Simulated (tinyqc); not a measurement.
Inside a calculation. Model: self-consistent Fermi level with native defects, at growth and after a quench. Computed by tinyqc, a small Python program that keeps every step. Command: `OMP_NUM_THREADS=1 python tinyqc.py 3028493 3028494 out.jsonl scfermi walk`. One thread of a shared host (Intel(R) Xeon(R) Processor @ 2.30GHz), about 0.07 s of CPU time with the checks. Intermediate numbers are printed to about 5 digits and carried at full precision; extremes and crossings named in words are read from the listed rows.

Energies are counted from the top of the valence band (VBM); when the gap shrinks with temperature the conduction band moves and the levels stay. The added dopant is taken as fully ionised. D and A draw on one reservoir with opposite signs, as the two vacancies of a compound do.

Inputs (values chosen for the exercise, with bands modelled on 4H-SiC):
```
quantity                                value   unit
gap E_g at 300 K                         3.27     eV
slope -dE_g/dT above 300 K            0.00027   eV/K
electron mass m_e                         0.4    m_0
valleys M_c                                 3      -
hole mass m_h                            2.03    m_0
E_f of the neutral native donor D       2.563     eV
E_f of the neutral native acceptor A    3.796     eV
shift s of the chemical potential      0.0094     eV
site density N_s                      1.6e+22  cm^-3
dopant density N_X                    1.9e+17  cm^-3
growth temperature T_g                   1430      K
temperature of use T                      300      K
```

Added shallow dopant: donor.

levels of D above the VBM, most positive state first (eV): 2.39  2.52

levels of A above the VBM, (0/-1) first (eV): 0.616  0.784

Constants: m_0 = 9.1093837015e-31 kg; k_B = 1.380649e-23 J/K; h = 6.62607015e-34 J s; k_B = 8.617333262e-05 eV/K.

## Formation energies at E_F = 0

E_f(D, 0) = input + s and E_f(A, 0) = input - s; E_f(q, E_F = 0) follows from the levels, eps(q/q-1) = E_f(q - 1) - E_f(q) at E_F = 0.

E_f(q, E_F = 0) (eV): D(+2) -2.3376, D(+1) 0.0524, D(0) 2.5724, A(0) 3.7866, A(-1) 4.4026, A(-2) 5.1866

## Bands at growth

E_g(T) = E_g - slope x max(0, T - 300 K). N_c = 2 M_c (2 pi m_e k_B T/h^2)^(3/2) and N_v = 2 (2 pi m_h k_B T/h^2)^(3/2), masses in units of m_0. At growth T = T_g.

E_g(T_g) = 2.9649 eV

N_c(T_g) = 1.9820e+20 cm^-3

N_v(T_g) = 7.5533e+20 cm^-3

k_B T_g = 0.12323 eV

## Charges across the gap at T_g

n = N_c F_1/2((E_F - E_g)/k_B T), p = N_v F_1/2(-E_F/k_B T). F_1/2(eta) = (2/sqrt(pi)) int_0^infinity sqrt(x)/(1 + exp(x - eta)) dx, by the trapezoid rule in t = sqrt(x) with step 0.02 up to t = 12 (for eta < -12 by exp(eta) - exp(2 eta)/2^(3/2)). In equilibrium c_q = N_s exp(-(E_f(q, 0) + q E_F)/k_B T). Net charge = p - n + sum q c_q + N_X; the log ratio is ln(positive charge/negative charge). Entries near or above N_s lie outside the dilute limit and only show that E_F cannot go there.

Densities (cm^-3):
```
E_F (eV)           n           p  charge on D  charge on A  log ratio
0.148     2.3412e+10  2.0641e+20   5.0165e+29   1.6387e+07     44.510
0.593     8.6650e+11  6.1231e+18   3.6623e+26   8.5415e+08     33.677
1.038     3.2070e+13  1.6591e+17   2.6737e+23   3.7085e+11     22.833
1.482     1.1773e+15  4.5195e+15   1.9845e+20   4.7070e+14     11.700
1.927     4.3569e+16  1.2212e+14   1.4652e+17   6.4367e+17     -0.714
2.372     1.6080e+18  3.2995e+12   1.5142e+14   8.8163e+20     -8.444
2.817     5.4203e+19  8.9151e+10   1.3115e+12   1.2076e+24    -15.665
```

## Equilibrium at growth

E_F is the root of the log ratio, by 50 bisections between -0.5 eV and E_g + 0.5 eV.

E_F at growth = 1.8968 eV

n at growth = 3.4110e+16 cm^-3

p at growth = 1.5598e+14 cm^-3

Defects at growth:
```
state  E_f (eV)   c (cm^-3)
D(+2)    1.4561  1.1815e+17
D(+1)    1.9492  2.1596e+15
D(0)     2.5724  1.3745e+13
A(0)     3.7866  7.2265e+08
A(-1)    2.5058  2.3605e+13
A(-2)    1.3929  1.9724e+17
```

total D = 1.2033e+17 cm^-3

total A = 1.9727e+17 cm^-3

The largest part of the positive charge comes from charged D (56 %) and that of the negative charge from charged A (92 %).

## After the quench to T

After a quench the totals of D and A stay as grown, and each is shared among its charge states with weights exp(-(E_f(q, 0) + q E_F)/k_B T).

E_F after the quench = 2.3679 eV

n after the quench = 13362 cm^-3

p after the quench = 1.2055e-20 cm^-3

Frozen defects:
```
state   c (cm^-3)  share of its total
D(+2)  8.4309e+16          7.0067e-01
D(+1)  3.5917e+16          2.9850e-01
D(0)   1.0019e+14          8.3266e-04
A(0)   1.7976e-39          9.1126e-57
A(-1)  4.8531e-10          2.4601e-27
A(-2)  1.9727e+17          1.0000e+00
```

The material is semi-insulating, weakly n-type with 13400 carriers per cm^3. Carriers of the sign that the dopant should give amount to 7.0e-12 % of its density. E_F lies within 0.85 k_B T of the level of D at 2.39 eV.

## Slow cooling against a quench

Each E_F by bisection; full equilibrium lets the defects form and vanish at every T.

Two histories (densities in cm^-3):
```
T (K)  E_F, equilibrium (eV)           n           p  all defects  E_F, frozen (eV)   n, frozen   p, frozen
1200                  1.9712  5.6044e+15  3.0578e+12   9.8106e+16            2.1320  2.6538e+16  6.4571e+11
980                   2.0850  7.9618e+14  8.1224e+09   9.4614e+16            2.2793  7.9510e+15  8.1333e+08
750                   2.2044  3.4094e+13  4.4132e+05   9.4983e+16            2.3272  2.2799e+14  6.5995e+04
530                   2.3185  1.5598e+11  1.5311e-02   9.5000e+16            2.3488  3.0289e+11  7.8850e-03
300                   2.4377  1.9885e+05  8.1001e-22   9.5000e+16            2.3679  1.3362e+04  1.2055e-20
```

At 300 K equilibrium would leave 9.50e16 defects per cm^3 against 3.18e17 frozen in, and E_F differs by -0.070 eV. Both histories end semi-insulating. Real samples lie between, set by the temperature at which diffusion stops.

Checks made by the program: neutrality at growth (relative difference below 1e-10).
